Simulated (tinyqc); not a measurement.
Delta-doped layer in the Thomas-Fermi potential, step by step. Values are carried at full precision from step to step, so a last printed digit may differ when a step is redone from the rounded ones.

All donors ionised in the plane z = 0, zero temperature, energies from the Fermi level EF of the Thomas-Fermi model, which lies at the bulk band edge; c = hbar^2/2m0, q = e^2/(4 pi eps0). gv = 1 equivalent valley, m_d = sqrt(m3^3/mz) in the plane. With n = (gv/3 pi^2)(m3 (-V)/c)^(3/2) and V'' = -(4 pi q/eps) n for z > 0, the solution is V = -b/(|z| + z0)^4 with sqrt(b) = 20/K, K = (4 pi q/eps)(gv/3 pi^2)(m3/c)^(3/2), and z0^5 = 4b/(e F0), e F0 = 2 pi q N/eps; 1e13/cm^2 = 1e-3/angstrom^2. Exchange and correlation are left out.

Constants: hbar^2/2m0 = 3.80998211 eV angstrom^2; e^2/(4 pi eps0) = 14.39964547 eV angstrom.

Inputs chosen for the exercise (near those of a delta-doped layer in GaAs; not measured data): m3 = 0.068 m0 (density-of-states mass of a valley); mz = 0.068 m0 (mass along z); eps = 12.8 (dielectric constant); N = 0.48 x 1e13/cm^2 (donor sheet density).

## The Thomas-Fermi well

Give K, b, e F0, z0 and the depth b/z0^4.

K = 0.0011384 eV^(-1/2) angstrom^-2
b = 3.0863e+08 eV angstrom^4
e F0 = 0.0033928 eV/angstrom
z0 = 205.20 angstrom
depth = 0.1741 eV

Half of the electrons lie within |z| < (2^(1/5) - 1) z0 = 30.5 angstrom. The mean donor spacing in the plane is 45.6 angstrom, against a Bohr radius 0.529177 eps/m3 = 99.6 angstrom: the orbits overlap many donors, so a smeared sheet is a fair model in the plane. Across the plane the Thomas-Fermi density is more peaked than that of the quantised subbands, the more so the fewer are filled.

## Profile

V = -b/(|z| + z0)^4, n and the share of electrons beyond |z|, (z0/(|z| + z0))^5, at z = 0, 0.1, 0.25, 0.5, 1 and 2 times z0; n = (eps/(4 pi q)) 20 b/(|z| + z0)^6, q = e^2/(4 pi eps0), 1/angstrom^3 = 1e24/cm^3.

Profile:
```
z (angstrom)   V (eV)  n (1e19/cm^3)  share beyond
0.0           -0.1741          0.585         1.000
20.5          -0.1189          0.330         0.621
51.3          -0.0713          0.153         0.328
102.6         -0.0344         0.0513         0.132
205.2         -0.0109        0.00914         0.031
410.4         -0.0021       0.000802         0.004
```

## Subbands

Subbands solve -(c/m_z) psi'' + V psi = E psi on 1280 points of spacing z0/80; up to ten levels for each group, kept if bound with an rms width below 2.5 z0.

List the bound levels with their rms width.

Subbands:
```
label  valleys g  m_d (m0)   E (eV)  rms z (angstrom)
0              1    0.0680  -0.1039              28.7
1              1    0.0680  -0.0399              73.3
2              1    0.0680  -0.0179             127.7
3              1    0.0680  -0.0062             221.5
4              1    0.0680  -0.0019             371.1
```

The lowest level lies 40 % of the way up the well, and 1 follows 64 meV higher.

## Filling the subbands

At zero temperature n_i = g m_d (mu - E_i)/(2 pi c) for E_i < mu, c = hbar^2/2m0; find mu from sum n_i = N (1e13/cm^2 = 1e-3/angstrom^2).

mu = -0.0002 eV

n_i in the order of the list (1e13/cm^2): [0.295, 0.113, 0.050, 0.017, 0.005]

5 subbands filled in part, the lowest with 61 % of the electrons. The potential was built for a Fermi level at 0; filling its quantised levels puts mu 0.1 % of the depth below that, which shows how nearly the two pictures agree.

## Estimate from a V-shaped well

Near z = 0 the well is -depth + e F0 |z|, whose levels are a (c (e F0)^2/m_z)^(1/3) with a = 1.018793 (even) and 2.338107 (odd); c = hbar^2/2m0, m_z = mz.

levels 0 and 1 (eV): [-0.0860, 0.0280]

Level 0 comes out 18 meV too high, since screening flattens the true well away from the plane, and level 1 lands above the rim at 0.

## Checks

- Integral of the Thomas-Fermi density against N, 1e13/cm^2: both 0.4800.
- Lowest level on a finer grid (z0/200), eV: both -0.104.

Computed by tinyqc, a small Python program: `OMP_NUM_THREADS=1 python tinyqc.py 1251126 1251127 out.jsonl` (the numbers bound the seed that draws the inputs); one thread of a shared host (Intel(R) Xeon(R) Processor @ 2.30GHz), about 0.05 s for the whole set of steps.
